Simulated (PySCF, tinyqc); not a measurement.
Inside a calculation (part 2 of 2). Method: RHF in the sto-3g basis, for BeH+, spin multiplicity 1. The lowest restricted solution is unstable here: a spin-polarised one lies 0.0727 hartree lower (PySCF). Computed by tinyqc, a small Python program that keeps every step (integrals from PySCF). Command: `OMP_NUM_THREADS=1 python tinyqc.py 21504 21505 out.jsonl` (the two numbers bound the seeds that draw the settings). One thread of a shared host (Intel(R) Xeon(R) Processor @ 2.60GHz), about 0.07 s of CPU time with the checks.

Geometry (angstrom):
```
atom         x         y         z
Be    0.000000  0.000000  0.000000
H     0.000000  0.000000  2.514000
```

## Iteration 4: diagonalisation and new density

extrapolated F (hartree), lower triangle:
```
            1Be 1s     1Be 2s    1Be 2px    1Be 2py    1Be 2pz      2H 1s
1Be 1s   -4.922602
1Be 2s   -1.382426  -0.817798
1Be 2px   0.000000   0.000000  -0.087891
1Be 2py   0.000000   0.000000   0.000000  -0.087891
1Be 2pz   0.011335  -0.052985   0.000000   0.000000  -0.126156
2H 1s    -0.022157  -0.192243   0.000000   0.000000  -0.159901  -0.345380
```

X, lower triangle:
```
            1Be 1s     1Be 2s   1Be 2px   1Be 2py    1Be 2pz     2H 1s
1Be 1s    1.026793
1Be 2s   -0.136665   1.032742
1Be 2px   0.000000   0.000000  1.000000
1Be 2py   0.000000   0.000000  0.000000  1.000000
1Be 2pz  -0.001592   0.008675  0.000000  0.000000   1.012197
2H 1s     0.010483  -0.064527  0.000000  0.000000  -0.091298  1.018068
```

Diagonalise F' = X^T F X, C = X C', fill 2 alpha and 2 beta electrons from the bottom; D = 2 C_occ C_occ^T. Each column has its largest component positive (the first on a tie).

F' = X^T F X (hartree), lower triangle:
```
           1          2          3          4          5          6
1  -4.817228
2  -0.687383  -0.550951
3   0.000000   0.000000  -0.087891
4   0.000000   0.000000   0.000000  -0.087891
5   0.013986  -0.036062   0.000000   0.000000  -0.103283
6   0.032066  -0.139832   0.000000   0.000000  -0.121224  -0.307237
```

orbital energies (hartree): MO1 -4.925281, MO2 -0.555130, MO3 -0.253503, MO4 -0.087891, MO5 -0.087891, MO6 -0.044785

coefficients C:
```
               MO1        MO2        MO3        MO4       MO5        MO6
1Be 1s    0.993131  -0.226829   0.185765   0.000000  0.000000  -0.028713
1Be 2s    0.025349   0.793554  -0.667088   0.000000  0.000000   0.118722
1Be 2px   0.000000   0.000000   0.000000  -0.304446  0.952530   0.000000
1Be 2py   0.000000   0.000000   0.000000   0.952530  0.304446   0.000000
1Be 2pz  -0.001807   0.176285   0.341343   0.000000  0.000000   0.940936
2H 1s    -0.001742   0.504051   0.703834   0.000000  0.000000  -0.547375
```

D after iteration 4, lower triangle:
```
            1Be 1s    1Be 2s   1Be 2px   1Be 2py   1Be 2pz     2H 1s
1Be 1s    2.075521
1Be 2s   -0.309653  1.260740
1Be 2px   0.000000  0.000000  0.000000
1Be 2py   0.000000  0.000000  0.000000  0.000000
1Be 2pz  -0.083562  0.279691  0.000000  0.000000  0.062159
2H 1s    -0.232127  0.799894  0.000000  0.000000  0.177719  0.508140
```

Within a degenerate level the vectors are fixed only up to a rotation; this is one choice.

## Iteration 8 (converged): orbitals

converged F (hartree), lower triangle:
```
            1Be 1s     1Be 2s    1Be 2px    1Be 2py    1Be 2pz      2H 1s
1Be 1s   -4.924006
1Be 2s   -1.382839  -0.817848
1Be 2px   0.000000   0.000000  -0.088519
1Be 2py   0.000000   0.000000   0.000000  -0.088519
1Be 2pz   0.011305  -0.052852   0.000000   0.000000  -0.126997
2H 1s    -0.022152  -0.192761   0.000000   0.000000  -0.160532  -0.344993
```

As before.

F' = X^T F X (hartree), lower triangle:
```
           1          2          3          4          5          6
1  -4.818592
2  -0.687635  -0.550840
3   0.000000   0.000000  -0.088519
4   0.000000   0.000000   0.000000  -0.088519
5   0.013923  -0.035833   0.000000   0.000000  -0.104021
6   0.032166  -0.140429   0.000000   0.000000  -0.121855  -0.306656
```

orbital energies (hartree): MO1 -4.926687, MO2 -0.555502, MO3 -0.253262, MO4 -0.088519, MO5 -0.088519, MO6 -0.044658

coefficients C:
```
               MO1        MO2        MO3       MO4        MO5        MO6
1Be 1s    0.993130  -0.226700   0.185794  0.000000   0.000000  -0.029568
1Be 2s    0.025352   0.793081  -0.667099  0.000000   0.000000   0.121779
1Be 2px   0.000000   0.000000   0.000000  0.764707  -0.644378   0.000000
1Be 2py   0.000000   0.000000   0.000000  0.644378   0.764707   0.000000
1Be 2pz  -0.001801   0.176871   0.345898  0.000000   0.000000   0.939161
2H 1s    -0.001743   0.504403   0.700705  0.000000   0.000000  -0.551052
```

D after iteration 8, lower triangle:
```
            1Be 1s    1Be 2s   1Be 2px   1Be 2py   1Be 2pz     2H 1s
1Be 1s    2.075400
1Be 2s   -0.309226  1.259241
1Be 2px   0.000000  0.000000  0.000000
1Be 2py   0.000000  0.000000  0.000000  0.000000
1Be 2pz  -0.083771  0.280455  0.000000  0.000000  0.062574
2H 1s    -0.232158  0.799977  0.000000  0.000000  0.178435  0.508851
```

Within a degenerate level the vectors are fixed only up to a rotation; this is one choice.

## Convergence

Stop when the energy changes by less than 1e-09 hartree and every element of the error matrix X^T (F D S - S D F) X is below 9e-06.

Course of the cycle:
```
iteration   E (hartree)     change  largest element of the error matrix
1          -14.31544929          -                             1.66e-01
2          -14.50022812  -1.85e-01                             3.98e-02
3          -14.50416703  -3.94e-03                             1.34e-02
4          -14.50472938  -5.62e-04                             4.88e-03
5          -14.50481176  -8.24e-05                             3.58e-04
6          -14.50481213  -3.80e-07                             2.03e-05
7          -14.50481214  -1.73e-09                             1.75e-06
8          -14.50481214  -1.28e-11                             9.18e-09
```

PySCF RHF in the same basis = -14.50481214 hartree

Converged in 8 iterations.

## Populations, bond orders and dipole

overlap S, lower triangle:
```
           1Be 1s    1Be 2s   1Be 2px   1Be 2py   1Be 2pz     2H 1s
1Be 1s   1.000000
1Be 2s   0.259517  1.000000
1Be 2px  0.000000  0.000000  1.000000
1Be 2py  0.000000  0.000000  0.000000  1.000000
1Be 2pz  0.000000  0.000000  0.000000  0.000000  1.000000
2H 1s    0.004307  0.120743  0.000000  0.000000  0.177239  1.000000
```

Mulliken: Z minus the diagonal of D S on the atom; Loewdin: the same with S^(1/2) D S^(1/2); Mayer order: 2 sum_s sum (D(s) S)_ij (D(s) S)_ji over the two atoms.

Charges (e):
```
atom  Mulliken   Loewdin
1Be   0.636068  0.640974
2H    0.363932  0.359026
```

Mayer bond orders:
```
pair     order
2-1   0.867554
```

dipole moment about the origin, x y z (debye): 0.000000  0.000000  2.078613
